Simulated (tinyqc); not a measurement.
Long-channel MOSFET, surface-potential model: one step of the calculation.

n-channel transistor on a uniformly doped p-type body, gradual-channel approximation, constant mobility, Boltzmann statistics, full ionisation. Potentials are counted from the neutral body; V is the electron quasi-Fermi potential, Vsb at the source and Vsb + Vds at the drain. Charges are magnitudes per area.

Problem. Surface potential at the source by Newton steps. With V = Vsb: G = psi - Vt + Vt e, e = exp((psi - 2 phiF - Vsb)/Vt); f = Vgs + Vsb - Vfb - psi - gamma sqrt(G); f' = -1 - gamma (1 + e)/(2 sqrt(G)); psi(new) = psi - f/f'.

Inputs (values chosen for the exercise); material values those of a made-up semiconductor: temperature T = 300 K; flat-band voltage Vfb = -0.77 V; source-body reverse bias Vsb = 0 V; gate-source voltage Vgs = 2.75 V.

Constants: q = 1.602176634e-19 C, kB = 1.380649e-23 J/K, Vt = kB T/q. Results are converted to the units shown.

psi after iteration 1 = 1.0465803 V
phiF = 0.46114556 V
gamma = 1.2837813 V^0.5

Find: G; f; f'; psi after iteration 2.

Solution.

G = 4.1864 V
f = -0.15327 V
f' = -39.729
psi after iteration 2 = 1.0427 V

Program tinyqc, `OMP_NUM_THREADS=1 python tinyqc.py 2360172 2360173 out.jsonl`; Intel Xeon 2.30GHz, shared host, one thread, about 0.06 s.
